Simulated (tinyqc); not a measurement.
Single-domain magnet: Stoner-Wohlfarth switching, Neel-Arrhenius retention, LLG dynamics and spin torque: one step, computed by the program tinyqc. Command: `OMP_NUM_THREADS=1 python tinyqc.py 3002027 3002028 out.jsonl macro walk`. One thread of a shared host (Intel(R) Xeon(R) Processor @ 2.30GHz), about 0.01 s of CPU time with the checks.

The moment is uniform, with unit vector m; z is the easy axis. mu_0 = 1.25663706212e-6 T m/A, gamma = 1.76085963023e11 rad/(s T).

Question. One LLG step. In the time s = gamma mu_0 H_K t: (1 + alpha^2) dm/ds = -m x b - alpha m x (m x b) + a [m x (m x z) - alpha m x z], b = m_z z, a = alpha I/I_c0; Heun steps (Euler predictor, mean of the two slopes) without renormalising; start m = (sin theta_0, 0, cos theta_0), theta_0 = 1/sqrt(2 Delta).

Inputs (values chosen for the exercise, for a model magnet):
```
quantity                        value  unit
temperature T                      77     K
damping alpha                   0.068     -
drive I/I_c0                        5     -
time step times gamma mu_0 H_K    0.2     -
```

Shape: prolate spheroid, easy axis along it.

stability factor Delta = 99.30860

Give: m at the start; first slope; predictor; second slope; m after the step.

Answer.

m at the start: 0.07090  0.00000  0.99748

first slope: 0.019159  0.072025  -0.001362

predictor: 0.07473  0.01440  0.99721

second slope: 0.005560  0.079789  -0.001569

m after the step: 0.07337  0.01518  0.99719
